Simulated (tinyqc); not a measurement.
Threshold spread from leakage statistics.

Problem. VT is Gaussian with standard deviation s and Ioff goes as exp(-VT/(n Vt)), so Ioff is log-normal: mean/median = exp(w^2/2) with w = s/(n Vt). Find w, s, the relative standard deviation sqrt(exp(w^2) - 1) and the share of devices that leak more than the mean, erfc(w/(2 sqrt(2)))/2.

Inputs (values chosen for the exercise): temperature T = 273 K; subthreshold factor n = 1.11.

Constants: q = 1.602176634e-19 C, kB = 1.380649e-23 J/K, Vt = kB T/q. Results are converted to the units shown.

mean/median of the off current = 1.0561825

Answer. w = sqrt(2 ln(mean/median)); the mean lies w/2 standard deviations out in ln Ioff.

w = 0.3306
s = 8.634 mV
relative standard deviation = 0.3399
share above the mean = 43.43 %

Computed by the program tinyqc: `OMP_NUM_THREADS=1 python tinyqc.py 2090114 2090115 out.jsonl`, one thread of a shared Intel Xeon 2.30GHz, about 0.01 s for the whole run.
